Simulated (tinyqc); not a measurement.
Deep level as a short-range spherical well, step by step. Values are carried at full precision from step to step, so a last printed digit may differ when a step is redone from the rounded ones.

A spherical well of radius R and depth V0 below the conduction edge, one mass m, c = hbar^2/2m0. The s level at binding Et solves k cot(k R) = -kappa with k = sqrt(m (V0 - Et)/c), kappa = sqrt(m Et/c); it exists for V0 > Vc = c (pi/2R)^2/m. Outside, psi falls as exp(-kappa r)/r.

Constants: hbar^2/2m0 = 3.80998211 eV angstrom^2; fine-structure constant alpha = 0.007297352564; hc = 1239.841984 eV nm; kB = 8.617333262e-05 eV/K; hbar = 6.58211957e-16 eV s.

Values chosen for the exercise (near those of 4H SiC; the results hold for these values, not for the real material): R = 2.7 angstrom (radius of the well); V0 = 4.91 eV (depth of the well); m = 0.409 m0 (mass); n_r = 2.63 (refractive index); gv = 3 (valleys); sn = 1.7 x 1e-16 cm^2 (capture cross-section); T = 350 K (temperature).

## The bound level

Solve for Et; the share outside is [sin^2(kR)/(2 kappa)]/[sin^2(kR)/(2 kappa) + R/2 - sin(2kR)/(4k)].

Et = 0.4321 eV
k = 0.6933 1/angstrom
kappa = 0.2154 1/angstrom
share outside = 0.577
Vc = 3.153 eV

The well is 1.56 times the critical depth. Since dEt/dV0 equals the share inside, 0.42, a 1 % change of V0 moves Et by 4.8 %. The decay length is 4.6 angstrom, 1.7 times R.

## Peak of the photo-ionisation cross-section

Lucovsky model (delta well, plane-wave final states, no local-field factor): sigma = (32 pi alpha c/(3 n_r m Et)) (x - 1)^(3/2)/x^3, x = h nu/Et, c = hbar^2/2m0; 1 angstrom^2 = 1e-16 cm^2.

The maximum lies at x = 2. Give the photon energy, its wavelength and sigma there.

h nu = 0.864 eV
wavelength = 1435 nm
sigma = 25.1 x 1e-18 cm^2

With 58 % of the state outside the well the delta-well form is only a rough model of this centre.

## Thermal emission

Thermal emission e = sn v Nc exp(-Et/kB T), v = sqrt(6 c kB T/m)/hbar, Nc = 2 gv (m kB T/(4 pi c))^(3/2), c = hbar^2/2m0, one mass for both, degeneracy ratio 1; 1 angstrom = 1e-8 cm.

Give v, Nc, e and 1/e.

v = 1.973 x 1e7 cm/s
Nc = 24.81 x 1e18/cm^3
e = 4.99e+04 1/s
1/e = 2.00e-05 s

## Checks

- Et from the radial equation on a grid against the matching condition, eV: both 0.43.

Run: tinyqc, `OMP_NUM_THREADS=1 python tinyqc.py 1250067 1250068 out.jsonl`; Intel(R) Xeon(R) Processor @ 2.30GHz, one thread, shared host; about 0.01 s of CPU time with all checks.
